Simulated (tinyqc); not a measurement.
# Energy and delay of logic against supply voltage: what changes with what

One expression serves below and above threshold: I(Vg) = Ik [ln(1 + exp((Vg - VT + dd V)/(al nf Vt)))]^al, with I_on = I(V) and I_off = I(0). Gate delay td = kd C V/I_on, clock period LD td. Per gate and cycle the switching energy is act C V^2 and the leakage energy I_off V LD td. No short-circuit current, no variation. Minima are sought above 0.09 V; below a few Vt gates no longer switch and the model has no meaning.

Parameters, values chosen for the exercise; values of the order met in logic technologies: temperature T = 358 K; threshold voltage at zero drain bias VT = 0.36 V; slope factor nf = 1.19; barrier lowering per volt of supply dd = 0.1; specific current of a gate Ik = 2.7 uA; exponent of the current law al = 1.61; load capacitance of a gate C = 1.4 fF; delay factor kd = 0.9; logic depth LD = 60; activity factor act = 0.2.

Constants: q = 1.602176634e-19 C, kB = 1.380649e-23 J/K, Vt = kB T/q. Results are converted to the units shown.

Each table varies one quantity; the others keep the values above.

## Energy and delay against supply voltage

EDP = energy times td.

Energy and delay against supply voltage:
```
V (V)	I_on (uA)	I_off (nA)	td (ps)	switching (aJ)	leakage (aJ)	energy (aJ)	EDP (fJ ps)
0.15	0.01294	0.2234	1.461e4	6.300	29.37	35.67	521.1
0.27	0.3802	0.3096	894.7	20.41	4.487	24.90	22.28
0.38	4.117	0.4175	116.3	40.43	1.107	41.54	4.831
0.5	18.04	0.5784	34.91	70.00	0.6058	70.61	2.465
0.62	41.42	0.8013	18.86	107.6	0.5622	108.2	2.040
0.73	69.15	1.080	13.30	149.2	0.6293	149.8	1.993
0.85	105.2	1.496	10.18	202.3	0.7764	203.1	2.067
0.97	146.8	2.070	8.328	263.5	1.003	264.5	2.202
1.08	189.3	2.788	7.190	326.6	1.299	327.9	2.358
1.2	240.2	3.857	6.296	403.2	1.748	404.9	2.549
```

Read the table: what changes, and by how much?

td falls from 14600 to 6.30 ps; the energy goes from 35.7 through a minimum of 24.9 (at V = 0.27 V among the rows listed) to 405 aJ and the EDP goes from 521 through a minimum of 1.99 (at V = 0.73 V among the rows listed) to 2.55 fJ ps. The exact minima lie at V = 0.234 V for the energy and 0.707 V for the EDP. Going from 1.2 V to the energy minimum saves a factor of 17.3 in energy and costs a factor of 322 in delay. Below the minimum the leakage energy rises faster than the switching energy falls, because the clock period grows so steeply.

## Optimum supplies against the logic depth

Same model as above.

V_min minimises the energy and V_EDP the product of energy and td.

Results:
```
LD	V_min (V)	energy at V_min (aJ)	leakage share (%)	clock at V_min (MHz)	V_EDP (V)	clock at V_EDP (GHz)
12	0.1451	12.16	51.52	5.105	0.7058	5.865
20	0.1777	15.43	42.69	6.497	0.7060	3.521
30	0.1997	18.18	38.60	7.275	0.7062	2.349
50	0.2254	21.94	35.15	8.015	0.7066	1.411
150	0.2774	31.53	31.67	8.774	0.7087	0.4731
```

Estimate the missing row, LD = 80.

Computed row:
```
LD	V_min (V)	energy at V_min (aJ)	leakage share (%)	clock at V_min (MHz)	V_EDP (V)	clock at V_EDP (GHz)
80	0.2480	25.74	33.11	8.485	0.7072	0.8834
```

With this row back in the table: As LD goes from 12 to 150, V_min rises from 0.145 to 0.277 V, the energy there rises from 12.2 to 31.5 aJ, the clock there rises from 5.10 to 8.77 MHz and V_EDP stays near 0.707 V. act and LD enter V_min only through the ratio act/LD.

Numbers from tinyqc (`OMP_NUM_THREADS=1 python tinyqc.py 2082001 2082002 out.jsonl`; about 0.01 s on one thread of a shared Intel Xeon 2.30GHz).
